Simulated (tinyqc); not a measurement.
Inside a calculation. Method: Hueckel theory of the pi electrons, for the molecule Oc1cnc2[nH]cnc2n1 (SMILES; centres numbered as the heavy atoms are written). One step of it, computed by the program tinyqc.

Problem. Energy, charges, bond orders. E = sum n x; q_r = z_r - P_rr; bond order p = P_rs; free valence = sqrt(3) - sum of p over the bonds of the atom.

x values: 2.651355  2.367144  1.713321  1.595641  0.959254  0.714100  -0.598261  -1.072452  -1.316881  -2.013220

occupations: 2.000000  2.000000  2.000000  2.000000  2.000000  2.000000  0.000000  0.000000  0.000000  0.000000

charge and bond-order matrix P, lower triangle:
```
            1O         2C         3C         4N         5C         6N         7C         8N
1O    1.933955
2C    0.267445   0.899060
3C   -0.127429   0.611853   0.972559
4N   -0.032820   0.020743   0.679125   1.175523
5C    0.094793  -0.285481  -0.115856   0.615145   0.958257
6N   -0.021431   0.075033  -0.069560  -0.117015   0.365629   1.740686
7C   -0.033154   0.096703   0.193804  -0.098790  -0.230890   0.465105   0.810786
8N    0.028199  -0.080359   0.053561   0.007131  -0.084288  -0.230974   0.772891   1.316933
9C    0.011166  -0.081171  -0.293812   0.068063   0.565931  -0.145196  -0.065079   0.470545
10N  -0.165598   0.658759   0.049186  -0.316126   0.039619   0.048232  -0.187613  -0.100768

           9C       10N
9C   0.961682
10N  0.577800  1.230560
```

Centres:
```
centre  z_r, pi electrons of the neutral centre         h
1O                                            2  2.000000
2C                                            1  0.000000
3C                                            1  0.000000
4N                                            1  0.500000
5C                                            1  0.000000
6N                                            2  1.500000
7C                                            1  0.000000
8N                                            1  0.500000
9C                                            1  0.000000
10N                                           1  0.500000
```

Bonds:
```
i    j         k
1    2  0.800000
2    3         1
3    4         1
4    5  1.000000
5    6  0.800000
6    7  0.800000
7    8         1
8    9  1.000000
9   10         1
10   2  1.000000
9    5         1
```

Give: pi energy = 12 alpha + this times beta; pi charges; Bond orders and lengths from R = 1.517 - 0.180 p; free valence of the carbons; gap between the highest filled and the next level.

Solution.

pi energy = 12 alpha + this times beta = 20.0016

pi charges: 1O 0.0660, 2C 0.1009, 3C 0.0274, 4N -0.1755, 5C 0.0417, 6N 0.2593, 7C 0.1892, 8N -0.3169, 9C 0.0383, 10N -0.2306

Bond orders and lengths from R = 1.517 - 0.180 p (angstrom, C-C alone):
```
bond       p       R
1-2   0.2674       -
2-3   0.6119  1.4069
3-4   0.6791       -
4-5   0.6151       -
5-6   0.3656       -
6-7   0.4651       -
7-8   0.7729       -
8-9   0.4705       -
9-10  0.5778       -
10-2  0.6588       -
9-5   0.5659  1.4151
```

free valence of the carbons: 2C 0.1940, 3C 0.4411, 5C 0.1853, 7C 0.4941, 9C 0.1178

gap between the highest filled and the next level = 1.3124 |beta|
